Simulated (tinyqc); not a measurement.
Bandgap voltage reference from two bipolar transistors: effect of the temperature coefficient of both resistors.

Two transistors of area 1 and N carry the same current I. Is(T) = Is (T/T0)^eta exp[(Vg0 q/kB)(1/T0 - 1/T)], VBE1 = Vt ln(I/Is(T)) + I rb, VBE2 = Vt ln(I/(N Is(T))) + I rb/N. The amplifier forces I R1(T) = VBE1 - VBE2 + Vos, with R(T) = R (1 + tc (T - T0)) for both resistors, and the output is Vref = VBE1 + I R2(T). Base currents and the Early effect are neglected.

Vt = kB T/q; I = (Vt ln N + Vos)/(R1(T) - rb (1 - 1/N)). Box coefficient: span of Vref between 233 and 398 K over its average over T and over 165 K. The last column is the R2 that gives zero slope at T0.

Values chosen for this exercise; values of the order met in silicon bipolar transistors: reference temperature T0 = 298 K; band-gap voltage extrapolated to 0 K Vg0 = 1.146 V; temperature exponent of the saturation current eta = 4; saturation current of the unit transistor at T0 Is = 7.1e-16 A; area ratio of the second transistor N = 8; resistor across which the difference of VBE falls, at T0 R1 = 9.2 kohm; offset of the amplifier Vos = 0 mV; series resistance of the unit transistor rb = 130 ohm; output resistor at T0 R2 = 104.9 kohm.

Constants: q = 1.602176634e-19 C, kB = 1.380649e-23 J/K. Results are converted to the units shown.

Effect of the temperature coefficient of both resistors:

| tc (ppm/K) | I at T0 (uA) | Vref at T0 (V) | slope at T0 (uV/K) | box coefficient (ppm/K) | R2 for zero slope (kohm) |
|---|---|---|---|---|---|
| -2000 | 5.877 | 1.204 | 4.075 | 6.055 | 104.7 |
| -1000 | 5.877 | 1.204 | -30.42 | 31.26 | 106.4 |
| 0 | 5.877 | 1.204 | -64.91 | 63.80 | 108.2 |
| 1000 | 5.877 | 1.204 | -99.40 | 94.97 | 110.0 |
| 2000 | 5.877 | 1.204 | -133.9 | 124.7 | 111.7 |
| 3000 | 5.877 | 1.204 | -168.4 | 153.5 | 113.5 |

As tc goes from -2000 to 3000, Vref stays at 1.204 V and the box coefficient rises from 6.05 to 154 ppm/K.

Numbers from tinyqc (`OMP_NUM_THREADS=1 python tinyqc.py 2062165 2062166 out.jsonl`; about 0.02 s on one thread of a shared Intel Xeon 2.30GHz).
